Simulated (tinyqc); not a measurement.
Self-heating of a transistor with one or more fingers, with temperature-dependent conductivity: one step, computed by the program tinyqc.

N long parallel fingers lie on the top face of a slab whose bottom is held at T_0; the top is otherwise insulated, and heat flows in two dimensions. P in W/mm is 1000 P in W/m.

Task: Linear temperature rise of each finger. theta_i = (P/(pi kappa_0)) [g_0 + sum over j != i of g(|i - j| s)], with equal powers and constant conductivity; thermal resistance = largest theta/P.

Inputs (values chosen for the exercise, modelled on silicon): conductivity at the base temperature kappa_0 = 148 W/(m K); power per gate width P = 4.7 W/mm; fingers N = 3.

Power: power rises with temperature.

own factor g_0 = 7.102976

g(j s), j = 1..7: 1.183534  0.580004  0.301997  0.159540  0.084613  0.044924  0.023859

Give: theta of each finger; largest theta; thermal resistance.

Result:

theta of each finger (K): 89.627  95.728  89.627

largest theta = 95.728 K

thermal resistance = 20.368 K mm/W

The neighbours supply 25 % of the rise of the hottest finger, which runs 6.1 K above the outer ones.
